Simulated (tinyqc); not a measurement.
The network against temperature: hopping conduction between localised states. Computed by tinyqc, a small Python program. Command: `OMP_NUM_THREADS=1 python tinyqc.py 3004530 3004531 out.jsonl hop walk`. One thread of a shared host (Intel(R) Xeon(R) Processor @ 2.30GHz), about 0.01 s of CPU time with the checks.

Energies are counted from the Fermi level. A small network shows the mechanism; the laws of an infinite system follow.

Inputs (values chosen for the exercise, for a model impurity band): localisation length xi = 1.3 nm; temperature T = 180 K.

Dimension: 3D.

sites of the small network (nm, nm, meV), columns x, y, energy:
$$\begin{pmatrix}
0 & 0.81 & -2.87 \\
1.41 & 2.29 & -25.52 \\
2.17 & 1.83 & -15.9 \\
4.01 & 2.46 & -3.11 \\
4.97 & 1.89 & 1.75 \\
6.38 & 0.67 & 11.64 \\
6.89 & 0.19 & -9.35 \\
8.4 & 1.91 & 2.85
\end{pmatrix}$$

Constants: k_B = 8.617333262e-05 eV/K.

Method:
- Miller-Abrahams exponent s_ij = 2 r_ij/xi + (|E_i| + |E_j| + |E_i - E_j|)/(2 k_B T); G_ij = G_0 exp(-s_ij).
- Site 1 is held at potential 1 and site 8 at 0; Kirchhoff's law sum_j G_ij (u_i - u_j) = 0 fixes the others; G = sum_j G_1j (1 - u_j).
- Critical exponent s_c: the smallest value such that bonds with s_ij <= s_c connect site 1 with site 8.
- The last column is the length of the critical bond.

Network:
```
T (K)  -ln(G/G_0)     s_c  critical hop (nm)
54         6.7578  7.1058             2.3978
81         5.9867  5.9668             2.3978
130        5.2674  5.1082             2.3978
180        4.9088  4.7139             2.3978
270        4.5888  4.2417             2.0441
450        4.3288  3.8358             2.2888
```

What does the comparison show, and why?

-ln(G/G_0) follows s_c within 0.5. The critical hop is 2.40 nm long at the lowest T and 2.29 nm at the highest: in this small sample the range does not grow on cooling.

Extremes, crossings and ranges named in words are read from the listed rows.
